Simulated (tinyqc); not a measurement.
# Worked calculation: thermal RC ladder, step response

Numbers from tinyqc (`OMP_NUM_THREADS=1 python tinyqc.py 2520103 2520104 out.jsonl`; about 0.01 s on one thread of a shared Intel Xeon 2.30GHz). Printed values are rounded.

A ladder of 2 nodes: R_i joins node i to node i + 1, the last R to the ambient; C_i is the heat capacity of node i; theta is the rise above ambient, zero at t = 0. d theta/dt = -A theta + b with b = (Pw/C_1, 0, ...), times in ms.

Inputs (values chosen for the exercise):
- R = [0.29, 0.18] K/W (resistances, junction to ambient)
- C = [0.62, 1.7] mJ/K (heat capacities of the nodes)
- Pw = 6.1 W (power at node 1 from t = 0)
- dt = 0.37 ms (time step)

## The rate matrix

A = C^(-1) K, K_ii = 1/R_(i-1) + 1/R_i (no first term for node 1), K_(i,i+1) = K_(i+1,i) = -1/R_i.

A (1/ms):
```
          node 1    node 2
node 1   5.56174  -5.56174
node 2  -2.02840   5.29637
```

## Time constants and Foster resistances

A = C^(-1) K, K_ii = 1/R_(i-1) + 1/R_i (no first term for node 1), K_(i,i+1) = K_(i+1,i) = -1/R_i. The time constants tau_k are the inverse eigenvalues of A; the rise of node 1 per watt is Z(t) = sum_k r_k (1 - exp(-t/tau_k)), with r_k = v_k1^2 tau_k/C_1 and v_k the unit eigenvectors of C^(-1/2) K C^(-1/2).

tau_k, rising (ms): [0.113760, 0.483640]
r_k (K/W): [0.0953630, 0.374637]

The r_k add up to the sum of the R_i, 0.4700 K/W; the slowest constant is 4.25 times the fastest.

## Step 1: one time step

theta at t = 0 (K): node 1 0.00000, node 2 0.00000

Implicit Euler: (1 + dt A) theta(new) = theta + dt b.

theta after step 1 (K): node 1 1.43545, node 2 0.36400

## Step 2: one time step

As before.

theta after step 2 (K): node 1 2.10127, node 2 0.65583

## Step 3: one time step

As before.

theta after step 3 (K): node 1 2.44383, node 2 0.84129

## Course of the time stepping

Sixteen steps, against the exact rise Pw Z(t); the run counts as sound if the error in the last step is under 5 % of the exact rise. The time constants tau_k are the inverse eigenvalues of A; the rise of node 1 per watt is Z(t) = sum_k r_k (1 - exp(-t/tau_k)), with r_k = v_k1^2 tau_k/C_1 and v_k the unit eigenvectors of C^(-1/2) K C^(-1/2).

Course of the iteration:
```
step  t (ms)  theta_1 (K)  exact (K)  error (K)
1       0.37      1.43545    1.78111     -0.346
2       0.74      2.10127    2.37132     -0.270
3       1.11      2.44383    2.63672     -0.193
4       1.48      2.62975    2.75986     -0.130
5       1.85      2.73317    2.81715    -0.0840
6       2.22      2.79132    2.84380    -0.0525
7       2.59      2.82415    2.85621    -0.0321
8       2.96      2.84273    2.86198    -0.0192
9       3.33      2.85325    2.86466    -0.0114
10       3.7      2.85921    2.86591   -6.70e-3
11      4.07      2.86259    2.86649   -3.91e-3
12      4.44      2.86450    2.86676   -2.26e-3
13      4.81      2.86558    2.86689   -1.31e-3
14      5.18      2.86620    2.86695   -7.51e-4
15      5.55      2.86655    2.86698   -4.31e-4
16      5.92      2.86674    2.86699   -2.47e-4
```

The largest error is 0.35 K, at step 1; the last value is within 0.01 % of the exact one. dt is 3.3 times the fastest time constant; implicit Euler is stable for any step, and it lags behind the exact rise.
